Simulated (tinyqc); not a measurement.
Scale length and barrier from the threshold roll-off.

Question. For L well above Lambda the threshold falls by 2 m sqrt(A (A + Vds)) exp(-pi L/(2 Lambda)), A being the height of the source potential over the barrier top; the two values follow this form. Find Lambda and A.

Parameters, values chosen for the exercise:
- m = 1.09 (long-channel body factor)
- Vds = 0.8 V (drain voltage)

threshold lowering at L = 33 and 53 nm (mV): [71.703166, 10.585434]

Answer. The ratio of the two values gives Lambda; the prefactor gives A (A + Vds), a quadratic with one positive root.

Lambda = 16.4 nm
A = 0.470 V

Numbers from tinyqc (`OMP_NUM_THREADS=1 python tinyqc.py 2420174 2420175 out.jsonl`; about 0.01 s on one thread of a shared Intel Xeon 2.30GHz).
